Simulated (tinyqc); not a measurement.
# MOS inversion layer, Poisson-Schroedinger loop: two studies

Electrons confined at an insulator interface at z = 0, treated as a hard wall; parabolic valleys, Hartree approximation, no image or exchange terms. The depletion charge lies far deeper than the electrons and gives a uniform field q Nd/(eps0 eps_r); the gate balances all charge. Energies are counted from the band edge at the interface.

Values chosen for this exercise; masses and permittivity close to those of In0.53Ga0.47As:
- T = 400 K (temperature)
- eps_r = 14 (relative permittivity)
- mz1 = 0.0416 m0 (mass along z of valley set A (1 valley(s)))
- md1 = 0.0404 m0 (in-plane density-of-states mass of set A)
- Ns = 1.6e12 cm^-2 (sheet density of electrons)
- Nd = 2.3e11 cm^-2 (sheet density of depletion charge)

Constants: q = 1.602176634e-19 C, kB = 1.380649e-23 J/K, hbar = 1.054571817e-34 J s, m0 = 9.1093837015e-31 kg, Vt = kB T/q, eps0 = 8.8541878128e-14 F/cm where lengths are in cm, hbar^2/(2 m0) = 0.0380998212 eV nm^2. Results are converted to the units shown.

Each table varies one quantity; the others keep the values above.

## Effect of the sheet density of electrons

Schroedinger equation -(C/mz) psi'' + (V0 + U) psi = E psi, C = hbar^2/(2 m0), psi(0) = 0, on a uniform mesh of 800 nodes with a far wall at 100 nm, 8 levels a set; V0 = q Nd z/(eps0 eps_r); dU/dz = q (Ns - integral of n from 0 to z)/(eps0 eps_r), U(0) = 0; N_k = g md m0 q Vt/(pi hbar^2) ln(1 + exp((EF - E_k)/Vt)), g the number of valleys of the set, sum N_k = Ns. Triangular well: E_k = a_k (C F^2/mz)^(1/3), a_1 = 2.338107, a_2 = 4.087949, C = hbar^2/(2 m0), F in eV/nm. Fang-Howard (all electrons in the lowest level of set A): b^3 = 6 (mz1/C) q (Nd + 11 Ns/32)/(eps0 eps_r), centroid 3/b, level C b^2/(4 mz1) + (3/b) q (Nd + 11 Ns/16)/(eps0 eps_r). The centroid adds 3.9 z_av/eps_r to an oxide-equivalent thickness. Shares under 0.0001 % are printed as 0.

Results:

| Ns (cm^-2) | A1 (meV) | A2 (meV) | EF (meV) | share of A1 (%) | share of A2 (%) | centroid z_av (nm) | added oxide equivalent (nm) | Fang-Howard centroid (nm) |
|---|---|---|---|---|---|---|---|---|
| 1e11 | 57.4 | 96.1 | -17.9 | 62.0 | 20.9 | 14.8 | 4.13 | 10.6 |
| 1.7e11 | 64.2 | 105 | 9.27 | 63.2 | 20.5 | 14.3 | 3.97 | 10.3 |
| 5.3e11 | 95.0 | 146 | 89.2 | 67.2 | 19.2 | 12.3 | 3.44 | 9.18 |
| 9.4e11 | 125 | 186 | 150 | 69.4 | 18.5 | 11.1 | 3.08 | 8.32 |
| 1.6e12 | 167 | 242 | 228 | 70.6 | 18.5 | 9.87 | 2.75 | 7.42 |
| 2.9e12 | 237 | 339 | 357 | 70.2 | 19.6 | 8.63 | 2.40 | 6.38 |
| 5e12 | 334 | 476 | 534 | 67.8 | 21.7 | 7.64 | 2.13 | 5.47 |

Estimate the missing row, Ns = 3.1e11 cm^-2.

Computed row:

| Ns (cm^-2) | A1 (meV) | A2 (meV) | EF (meV) | share of A1 (%) | share of A2 (%) | centroid z_av (nm) | added oxide equivalent (nm) | Fang-Howard centroid (nm) |
|---|---|---|---|---|---|---|---|---|
| 3.1e11 | 76.9 | 122 | 46.6 | 65.1 | 19.9 | 13.4 | 3.72 | 9.82 |

With this row back in the table: As Ns goes from 1e11 to 5e12, A1 rises from 57.4 to 334 meV, the share of A1 goes from 62.0 through a maximum of 70.6 (at Ns = 1.6e12 among the rows listed) to 67.8 % and the centroid falls from 14.8 to 7.64 nm. A1 goes as Ns^(0.63) between the last two rows (a triangular well in the field of that charge alone gives 2/3). EF lies more than 2 meV above A1 for Ns = 9.4e11, 1.6e12, 2.9e12, 5e12. The Fang-Howard centroid is 28 % below the full one in the first row, where A1 holds 62.0 %, and 28 % below it in the last, where A1 holds 67.8 %. For Ns = 2.9e12, 5e12 the energies exceed 0.25 eV, where non-parabolicity matters for so light a mass.

## Effect of the sheet density of depletion charge

Schroedinger equation -(C/mz) psi'' + (V0 + U) psi = E psi, C = hbar^2/(2 m0), psi(0) = 0, on a uniform mesh of 800 nodes with a far wall at 94 nm, 8 levels a set; V0 = q Nd z/(eps0 eps_r); dU/dz = q (Ns - integral of n from 0 to z)/(eps0 eps_r), U(0) = 0; N_k = g md m0 q Vt/(pi hbar^2) ln(1 + exp((EF - E_k)/Vt)), g the number of valleys of the set, sum N_k = Ns.

Effect of the sheet density of depletion charge:

| Nd (cm^-2) | A1 (meV) | A2 (meV) | EF (meV) | share of A1 (%) | share of A2 (%) | centroid z_av (nm) | added oxide equivalent (nm) | Fang-Howard centroid (nm) |
|---|---|---|---|---|---|---|---|---|
| 1e11 | 158 | 229 | 215 | 66.1 | 18.5 | 11.9 | 3.31 | 7.89 |
| 1.7e11 | 163 | 236 | 222 | 68.6 | 18.6 | 10.7 | 2.97 | 7.62 |
| 3.1e11 | 172 | 251 | 236 | 73.1 | 18.1 | 9.07 | 2.53 | 7.18 |
| 5.3e11 | 186 | 276 | 256 | 78.8 | 16.4 | 7.67 | 2.14 | 6.66 |
| 9.4e11 | 211 | 322 | 290 | 86.3 | 12.0 | 6.31 | 1.76 | 5.98 |
| 1.6e12 | 250 | 394 | 336 | 93.4 | 6.26 | 5.24 | 1.46 | 5.29 |
| 2.9e12 | 321 | 523 | 412 | 98.6 | 1.43 | 4.30 | 1.20 | 4.52 |
| 5e12 | 422 | 705 | 515 | 99.9 | 0.144 | 3.64 | 1.01 | 3.86 |

What does the table show?

As Nd goes from 1e11 to 5e12, A1 rises from 158 to 422 meV, the share of A1 rises from 66.1 to 99.9 % and the centroid falls from 11.9 to 3.64 nm. A1 goes as Nd^(0.50) between the last two rows (a triangular well in the field of that charge alone gives 2/3). The Fang-Howard centroid is 34 % below the full one in the first row, where A1 holds 66.1 %, and 6.1 % above it in the last, where A1 holds 99.9 %. For Nd = 1e11 the eighth level of a set still holds over 0.4 % of the electrons, so more levels and a farther wall would raise the centroid. For Nd = 5.3e11, 9.4e11, 1.6e12, 2.9e12, 5e12 the energies exceed 0.25 eV, where non-parabolicity matters for so light a mass.

Numbers from tinyqc (`OMP_NUM_THREADS=1 python tinyqc.py 2160136 2160137 out.jsonl`; about 0.5 s on one thread of a shared Intel Xeon 2.30GHz).
